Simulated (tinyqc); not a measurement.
Dopant redistribution at a moving silicon-oxide interface during parabolic oxidation. Changing the temperature T. Computed by tinyqc, a small Python program. Command: `OMP_NUM_THREADS=1 python tinyqc.py 3025694 3025695 out.jsonl segox sweep`. One thread of a shared host (Intel(R) Xeon(R) Processor @ 2.30GHz), about 0.01 s of CPU time with the checks.

Uniformly doped silicon is oxidised with x_ox = sqrt(B t); the interface advances into the silicon by alpha x_ox, alpha = 0.44. The dopant does not move in the oxide, and at the interface C(silicon) = m C(oxide).

Inputs (values chosen for the exercise, modelled on antimony in silicon under steam): dopant prefactor D0 = 5.4 cm^2/s; dopant activation energy E = 3.88 eV; oxidation prefactor B0 = 381 um^2/h; oxidation activation energy E_B = 0.771 eV; segregation coefficient m = C(silicon)/C(oxide) = 13; bulk doping C_B = 2.4e+15 1/cm^3; time t = 0.3 h.

Constants: k_B = 8.617333262e-05 eV/K.

Method:
- D = D0 exp(-E/(k_B T)), converted with 1 cm^2/s = 3.6e11 um^2/h; B = B0 exp(-E_B/(k_B T)); s = alpha sqrt(B/(4 D)), the interface advance over 2 sqrt(D t).
- Temperatures in kelvin are T(C) + 273.15.
- With the dopant diffusivity D and s = alpha x_ox/(2 sqrt(D t)), in the silicon C = C_B + (C_s - C_B) erfc(y/(2 sqrt(D t)))/erfc(s), y from the original surface. Dopant balance at the interface gives C_s/C_B = 1/[1 + (1/(m alpha) - 1) g], g = sqrt(pi) s exp(s^2) erfc(s).

One run for each value:
```
temperature T (C)  ratio C_s/C_B      s  oxide thickness (um)  diffusion length 2 sqrt(D t) (um)
850                        5.704  29.10                0.1992                             0.0030
900                        5.658  14.67                0.2360                             0.0071
1000                       5.134   4.39                0.3184                             0.0319
1050                       4.409   2.57                0.3636                             0.0623
1100                       3.475   1.56                0.4113                             0.1158
1150                       2.645   0.99                0.4612                             0.2060
1200                       2.064   0.64                0.5131                             0.3524
```

Give the missing row, temperature T (C) = 950.

Computed row:
```
temperature T (C)  ratio C_s/C_B     s  oxide thickness (um)  diffusion length 2 sqrt(D t) (um)
950                        5.513  7.83                0.2758                             0.0155
```

Interpolating between the two neighbouring rows (linearly) misses most in diffusion length 2 sqrt(D t) (um), by 26 %. Over the rows, ratio C_s/C_B falls from 5.70 to 2.06; s falls from 29.1 to 0.641; oxide thickness (um) rises from 0.199 to 0.513. Diffusion has the larger activation energy, so a hot oxidation lets it even out the profile and the ratio moves towards 1.

Caution (rows 850, 900, 950, 1000, 1050): in this case the oxide is not much thicker than a typical Deal-Grove length A, so real growth is slower than parabolic. Caution (all rows): parabolic growth needs an oxide much thicker than the Deal-Grove length A, which fails for thin films and low temperatures; oxidation-enhanced or retarded diffusion is ignored.
